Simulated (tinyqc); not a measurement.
Leakage through a gate insulator: direct, Fowler-Nordheim, trap-assisted and Poole-Frenkel currents: one step, computed by the program tinyqc. Command: `OMP_NUM_THREADS=1 python tinyqc.py 3004114 3004115 out.jsonl oxideleak walk`. One thread of a shared host (Intel(R) Xeon(R) Processor @ 2.30GHz), about 0.01 s of CPU time with the checks.

Electrons enter from the cathode Fermi level at x = 0; the conduction band of the insulator lies phi_b - e F x above it, F = V/t. WKB exponents use a parabolic band with mass m.

Problem. One trap at several depths. For a level a distance phi(x) below the band, the WKB exponent is 2 int kappa dx with kappa = sqrt(m phi/(hbar^2/2m_0)); for a linear barrier from phi_1 down to phi_2 = max(phi_1 - e F d, 0) it is G = (4/3) sqrt(m/(hbar^2/2m_0)) (phi_1^(3/2) - phi_2^(3/2))/(e F). A trap at depth x lies phi_t below the band. Capture: tunnel at the cathode Fermi level from 0 to x (G_in from phi_1 = phi_b), rate nu_0 exp(-G_in - E_c/k_B T) with E_c = E_a + max(phi_b - phi_t - e F x, 0), the last term being the height of the trap above the cathode Fermi level. Emission: tunnel from the trap level to the anode (G_out from phi_1 = phi_t over t - x), rate nu_0 exp(-G_out - E_a/k_B T). Re-emission to the cathode follows from detailed balance, rate_back = rate_in exp(dE/k_B T) with dE = phi_b - phi_t - e F x. Each trap passes R = rate_in rate_out/(rate_in + rate_back + rate_out) electrons per second; filling from the anode is left out. Depths: t times 0.08, 0.2, 0.32, 0.44, 0.56, 0.68, 0.8 and 0.92, rounded to 0.01 nm.

Inputs (values chosen for the exercise, with an insulator like SiO2):

| quantity | value | unit |
|---|---|---|
| thickness t | 1.7 | nm |
| barrier phi_b | 3.15 | eV |
| tunnelling mass m | 0.45 | m_0 |
| voltage across the insulator V | 0.85 | V |
| trap depth phi_t | 1.8 | eV |
| attempt rate nu_0 | 4e+12 | 1/s |
| activation of capture E_a | 0.27 | eV |
| temperature T | 250 | K |

Constants: k_B = 8.617333262e-05 eV/K; hbar^2/(2 m_0) = 3.80998212 eV angstrom^2.

Give: Rates.

Solution.

Rates:

| x (nm) | G_in | G_out | E_c (eV) | rate in (1/s) | rate back (1/s) | rate out (1/s) | R (1/s) |
|---|---|---|---|---|---|---|---|
| 0.14 | 1.698 | 12.691 | 1.550 | 4.1481e-20 | 2.6394e+06 | 4.4401e+01 | 6.9778e-25 |
| 0.34 | 4.091 | 11.269 | 1.450 | 3.9314e-19 | 2.4116e+05 | 1.8403e+02 | 2.9979e-22 |
| 0.54 | 6.444 | 9.782 | 1.350 | 3.8773e-18 | 2.2928e+04 | 8.1400e+02 | 1.3293e-19 |
| 0.75 | 8.871 | 8.154 | 1.245 | 4.4788e-17 | 2.0244e+03 | 4.1469e+03 | 3.0096e-17 |
| 0.95 | 11.141 | 6.542 | 1.145 | 4.8034e-16 | 2.0930e+02 | 2.0785e+04 | 4.7555e-16 |
| 1.16 | 13.478 | 4.788 | 1.040 | 6.0689e-15 | 2.0213e+01 | 1.2014e+05 | 6.0679e-15 |
| 1.36 | 15.660 | 3.060 | 0.940 | 7.1006e-14 | 2.2798e+00 | 6.7624e+05 | 7.1006e-14 |
| 1.56 | 17.799 | 1.278 | 0.840 | 8.6792e-13 | 2.6864e-01 | 4.0169e+06 | 8.6792e-13 |

The most effective of these traps sits at 1.56 nm, 92 % of the way; where rate back exceeds rate out, re-emission drains the trap, and elsewhere the slower forward step limits R.
